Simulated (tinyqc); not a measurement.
Width of the well: exciton in a hard-walled quantum well (variational).

Electron and hole in the lowest states cos(pi z/L) of a hard-walled well; relative motion in the plane exp(-rho/lam). E(lam) = c/(mu lam^2) - (q/eps) <1/r>, <1/r> = integral over k from 0 to infinity of F(kL) (1 + (k lam/2)^2)^(-3/2), F(x) = [3x + 8 pi^2/x - 32 pi^4 (1 - exp(-x))/(x^2 (x^2 + 4 pi^2))]/(x^2 + 4 pi^2); c = hbar^2/2m0, q = e^2/(4 pi eps0). E is counted from the subband edge.

Constants: hbar^2/2m0 = 3.80998211 eV angstrom^2; e^2/(4 pi eps0) = 14.39964547 eV angstrom.

Parameters, chosen for this exercise (out of a larger set: near those of GaN; not measured data): eps = 9.5 (dielectric constant); Ls = (4, 7, 17, 32, 65, 99, 157) angstrom (widths).

mu = 0.163483 m0
Ry* = 24.6460 meV
a* = 30.750 angstrom

The minimum for each width. The strength per area goes as |phi(0)|^2 = 2/(pi lam^2), listed relative to the strict two-dimensional value.

Results:

| L (angstrom) | L/a* | lam (angstrom) | binding (meV) | in Ry* | strength |
|---|---|---|---|---|---|
| 4 | 0.13 | 17.9 | 83.80 | 3.400 | 0.738 |
| 7 | 0.23 | 19.3 | 76.69 | 3.112 | 0.632 |
| 17 | 0.55 | 23.1 | 62.01 | 2.516 | 0.444 |
| 32 | 1.04 | 27.3 | 50.15 | 2.035 | 0.317 |
| 65 | 2.11 | 34.3 | 37.19 | 1.509 | 0.201 |
| 99 | 3.22 | 39.9 | 30.25 | 1.228 | 0.149 |
| 157 | 5.11 | 47.6 | 23.58 | 0.957 | 0.104 |

The binding falls from 3.40 to 0.96 Ry*. It drops below the bulk value Ry* between 99 and 157 angstrom, which is a failure of the trial function: it has no correlation along z, so it cannot reach the bulk limit. Even at L = 0.13 a* only 85 % of the two-dimensional limit is reached. With finite barriers the binding would peak at some width and fall again as the carriers leak out.

Program tinyqc; command `OMP_NUM_THREADS=1 python tinyqc.py 1281388 1281389 out.jsonl`; about 0.02 s on one thread of a shared Intel(R) Xeon(R) Processor @ 2.30GHz.
